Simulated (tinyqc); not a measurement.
Biaxial strain splits the top of the valence band: sp3s* tight binding, strained.

sp3s* tight binding, nearest neighbours only: anion (a) at 0, cation (c) at a/4 (1,1,1), orbitals s, px, py, pz, s* on each; k in units of 2 pi/a. With phases e_j = exp(i (pi/2) k.n_j) for n = (1,1,1), (1,-1,-1), (-1,1,-1), (-1,-1,1): g0 = (e1+e2+e3+e4)/4, g1 = (e1+e2-e3-e4)/4, g2 = (e1-e2+e3-e4)/4, g3 = (e1-e2-e3+e4)/4. The diagonal holds the levels Esa, Epa, Exa (s*) and Esc, Epc, Exc. Anion-cation block: <sa|sc> = Vss g0; <sa|xc> = Vsapc g1; <xa|sc> = -Vscpa g1; <xa|xc> = Vxx g0; <xa|yc> = <ya|xc> = Vxy g3, <xa|zc> = <za|xc> = Vxy g2, <ya|zc> = <za|yc> = Vxy g1; <s*a|xc> = Vxapc g1; <xa|s*c> = -Vpaxc g1; y and z take g2 and g3 in place of g1; s-s* and s*-s* vanish.

Strain e moves each bond vector to d = (1 + e) d0 (no internal displacement for the diagonal strains used here) and k is given in fractions of the strained reciprocal cell, so the phases stay. Two-centre values Vss_sigma = Vss/4, Vsp_sigma = sqrt3 V/4 for each s-p and s*-p pair, Vpp_sigma = (Vxx + 2 Vxy)/4, Vpp_pi = (Vxx - Vxy)/4 are scaled by (d0/d)^eta and combined with the new direction cosines; the levels on the diagonal stay.

Values chosen for the exercise (near a published set for Ge, fitted to gaps, whose masses and valley positions are rough; not measured data):
```
symbol  value   unit  meaning
Esa     -5.89   eV    s level of the anion
Epa     1.617   eV    p level of the anion
Esc     -5.89   eV    s level of the cation
Epc     1.617   eV    p level of the cation
Exa     6.345   eV    s* level of the anion
Exc     6.345   eV    s* level of the cation
Vss     -6.777  eV    s-s
Vxx     1.591   eV    px-px
Vxy     4.841   eV    px-py
Vsapc   5.462   eV    s anion, p cation
Vscpa   5.462   eV    s cation, p anion
Vxapc   5.258   eV    s* anion, p cation
Vpaxc   5.258   eV    p anion, s* cation
eta     3             scaling exponent
D001    0.73          ratio -ezz/exx
```

No spin-orbit coupling; k = 0; exx = eyy = e, ezz = -D001 e. The four bonds keep equal lengths, and the sums over them give Vxx(e) for px and py and Vzz(e) for pz; each level is the lower root of [[Epa, V], [V, Epc]], and the s level the upper root of the s block. The shear potential b follows from E(x,y) - E(z) = 3 b (exx - ezz), taken as the slope between e = -0.005 and 0.005.

Couplings and levels at Gamma (eV):
```
e           ezz  Vxx(e)  Vzz(e)   E(x,y)     E(z)  E(x,y) - E(z) (meV)  upper s level
-0.020   0.0146  1.5153  1.8637   0.1017  -0.2467                348.4         1.0593
-0.010   0.0073  1.5543  1.7251   0.0627  -0.1081                170.8         0.9731
-0.005   0.0037  1.5729  1.6575   0.0441  -0.0405                 84.6         0.9300
0.005   -0.0037  1.6085  1.5256   0.0085   0.0914                -82.9         0.8440
0.010   -0.0073  1.6255  1.4613  -0.0085   0.1557               -164.2         0.8010
0.020   -0.0146  1.6579  1.3361  -0.0409   0.2809               -321.8         0.7151
```

b = -3.227 eV

How do the results move, and what explains it?

Under tension in the plane (e > 0) the bonds tilt towards the plane, Vxx grows to 1.6255 and Vzz falls to 1.4613 eV at e = 0.01, and the pz state forms the top of the valence band, by 164.2 meV; under compression (e = -0.01) the px, py pair does, by 170.8 meV. The slope gives b = -3.23 eV, a rough value, since on-site strain terms are left out (measured values lie near -2 eV).

Run: tinyqc, `OMP_NUM_THREADS=1 python tinyqc.py 1480395 1480396 out.jsonl`; Intel(R) Xeon(R) Processor @ 2.30GHz, one thread, shared host; about 0.1 s of CPU time with all checks.
